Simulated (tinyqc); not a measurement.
Which pair of peaks is best: composition and strain of an epitaxial Si(1-x)Ge(x) layer from Raman and X-ray peaks. Computed by tinyqc, a small Python program. Command: `OMP_NUM_THREADS=1 python tinyqc.py 3008077 3008078 out.jsonl epiraman walk`. One thread of a shared host (Intel(R) Xeon(R) Processor @ 2.30GHz), about 0.01 s of CPU time with the checks.

A (001) layer, biaxially strained in the plane. The Raman peaks follow empirical lines omega = w0 + c1 x + c3 x^3 + b eps (c3 for Si-Ge alone), with eps the in-plane strain.

Inputs (values chosen for the exercise, modelled on silicon-germanium):

| quantity | value | unit |
|---|---|---|
| Ge fraction x | 0.89 | - |
| Si-Si: c1 | -68.5 | 1/cm |
| Si-Si: strain coefficient b | -729 | 1/cm |
| Si-Ge: c1 | 24.5 | 1/cm |
| Si-Ge: c3 | -31.4 | 1/cm |
| Si-Ge: strain coefficient b | -554 | 1/cm |
| Ge-Ge: c1 | 19.9 | 1/cm |
| Ge-Ge: strain coefficient b | -458 | 1/cm |
| uncertainty of a Raman peak | 0.1 | 1/cm |

Substrate: relaxed alloy buffer.

Method. For each pair invert J = [d omega/dx, d omega/d eps] at the true x. Independent errors of the given size in both peaks give sigma_x and sigma_eps = uncertainty x (norm of the rows of the inverse of J).

Error propagation:

| pair | det J | sigma_x | sigma_eps (per mille) |
|---|---|---|---|
| Si-Si and Si-Ge | 1.4146 | 0.064728 | 6.0001 |
| Si-Si and Ge-Ge | 45.8801 | 0.0018765 | 0.15547 |
| Si-Ge and Ge-Ge | 33.978 | 0.0021155 | 0.15870 |

What follows from these numbers?

The pair Si-Si and Ge-Ge fixes x best (sigma_x = 0.0019) and Si-Si and Si-Ge worst (0.065), a factor 34. Strain moves all peaks the same way, so a good pair needs different ratios of composition slope to strain coefficient, best of opposite sign; the slopes here are -68.5, -50.1 and 19.9 per cm for Si-Si, Si-Ge and Ge-Ge. Errors in the coefficients themselves are not counted.

Extremes, crossings and ranges named in words are read from the listed rows.
